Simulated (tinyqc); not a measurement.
Worked calculation: bound state in one dimension: Numerov shooting, finite differences, DVR. Computed by tinyqc, a small Python program that keeps every step. Settings: points = 96. Command: `OMP_NUM_THREADS=1 python tinyqc.py 23911 23912 out.jsonl` (the two numbers bound the seeds that draw the settings). One thread of a shared host (Intel(R) Xeon(R) Processor @ 2.60GHz), about 0.01 s of CPU time with the checks.

## Numerov steps at E = 0.1

One particle of mass 1 in V = 4.4 (x^2 - 2.19^2)^2 / 2.19^4 (atomic units), psi = 0 at both ends:
```
parameter                 value
left end              -3.400000
right end              3.400000
intervals                    96
h                      0.070833
state sought (nodes)          0
```

k_i = 2 m (E - V_i); (1 + h^2 k_(i+1)/12) y_(i+1) = 2 (1 - 5 h^2 k_i/12) y_i - (1 + h^2 k_(i-1)/12) y_(i-1), from y_0 = 0, y_1 = 0.001.

Points along the way:
```
i         x       V         k       y
0   -3.4000  8.7513  -17.3025  0.0000
1   -3.3292  7.5613  -14.9226  0.0010
2   -3.2583  6.4806  -12.7613  0.0021
3   -3.1875  5.5038  -10.8076  0.0033
4   -3.1167  4.6256   -9.0512  0.0047
5   -3.0458  3.8408   -7.4817  0.0063
32  -1.1333  2.3588   -4.5177  0.1240
33  -1.0625  2.5724   -4.9449  0.1398
34  -0.9917  2.7806   -5.3612  0.1592
35  -0.9208  2.9817   -5.7634  0.1828
36  -0.8500  3.1742   -6.1484  0.2117
37  -0.7792  3.3566   -6.5132  0.2472
```

## Bisection on the node count

With more sign changes than the state has nodes (the last point included) the energy is too high, else too low; the bracket starts as 0.1 to 12.

Trials:
```
trial         E  sign changes  y at the right end   next
1      6.050000             5           -3.10e-03  lower
2      3.075000             2            3.02e-01  lower
3      1.587500             2            2.05e+00  lower
4      0.843750             0            4.29e+01  raise
5      1.215625             0            7.44e-01  raise
6      1.401563             2            3.48e-01  lower
7      1.308594             0            2.06e-03  raise
8      1.355078             2            8.50e-02  lower
9      1.331836             2            1.61e-02  lower
10     1.320215             2            1.54e-03  lower
11     1.314404             1           -1.73e-04  lower
12     1.311499             0            4.40e-04  raise
13     1.312952             0            8.84e-06  raise
14     1.313678             1           -1.13e-04  lower
...         ...           ...                 ...    ...
29     1.312994             1           -2.73e-09  lower
30     1.312994             1           -4.53e-10  lower
31     1.312994             0            6.86e-10  raise
```

eigenvalue = 1.312994 hartree

## The same grid by other methods

Three-point finite differences and the sine-DVR kinetic matrix of Colbert and Miller on the same points.

Lowest levels (hartree):
```
state  finite differences     DVR
0                  1.3121  1.3130
1                  1.3156  1.3165
2                  3.5545  3.5575
```
